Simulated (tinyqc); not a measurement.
Stark shift: stepped quantum well by finite differences.

Finite differences on points z_i at the centres of cells of width h: H_ii = (c/h^2)(1/m_(i-1/2) + 1/m_(i+1/2)) + V_i, H_(i,i+1) = -(c/h^2)/m_(i+1/2), where m_(i+1/2) is the mean of the masses at the two points (the end values are repeated outwards), psi = 0 on the points beyond both ends, c = hbar^2/2m0. The field adds e F (z - z0) with z0 the middle of the structure; 1 kV/cm = 1e-5 eV/angstrom.

Constants: hbar^2/2m0 = 3.80998211 eV angstrom^2.

Values chosen for the exercise (out of a larger set: near those of an InGaAs well in InAlAs; not measured data): layers = ((54, 0.544, 0.0751), (36, 0, 0.0417), (72, 0.228, 0.0557), (54, 0.544, 0.0751)) (each layer: thickness in angstrom, band edge in eV, mass in m0); hf = 1.125 angstrom (cell width of the fine grid); Fs = (0, 33.3, 66.7, 100, 133, 167, 200) kV/cm (fields).

Fine grid. Perturbation theory: dE1 = e F z_11 - beta (e F)^2 with beta = sum_j z_1j^2/(E_j - E_1) over the 13 next levels at zero field, z from z0.

Levels against field:

| F (kV/cm) | E1 (eV) | E2 (eV) | dE1 (meV) | second order (meV) | <z - z0> (angstrom) | E2 - E1 (meV) |
|---|---|---|---|---|---|---|
| 0 | 0.1482 | 0.3132 | 0.00 | 0.00 | -28.7 | 165.0 |
| 33.3 | 0.1385 | 0.3194 | -9.72 | -9.73 | -29.7 | 181.0 |
| 66.7 | 0.1284 | 0.3252 | -19.78 | -19.85 | -30.5 | 196.8 |
| 100 | 0.1181 | 0.3304 | -30.07 | -30.28 | -31.3 | 212.2 |
| 133 | 0.1077 | 0.3349 | -40.50 | -40.97 | -31.9 | 227.2 |
| 167 | 0.0968 | 0.3388 | -51.46 | -52.33 | -32.6 | 242.0 |
| 200 | 0.0859 | 0.3417 | -62.30 | -63.72 | -33.1 | 255.8 |

z_11 = -28.70 angstrom
beta = 1577 angstrom^2/eV

The state sits -28.7 angstrom off the middle at zero field, so the shift starts linearly in F. At 200 kV/cm E1 has moved by -62.30 meV, where second order gives -63.72 meV; they differ by 2.3 % there. The electron moves by -4.4 angstrom, against the rise of the potential. From 200 kV/cm on E2 lies above the lowest point of the outer barrier, so it is a resonance or a state of the finite grid, held or pushed up by its ends. E2 - E1 grows with the field; the ends are 165.0 and 255.8 meV.

Computed by tinyqc, a small Python program: `OMP_NUM_THREADS=1 python tinyqc.py 1281393 1281394 out.jsonl` (the numbers bound the seed that draws the inputs); one thread of a shared host (Intel(R) Xeon(R) Processor @ 2.30GHz), about 0.02 s for the whole set of steps.
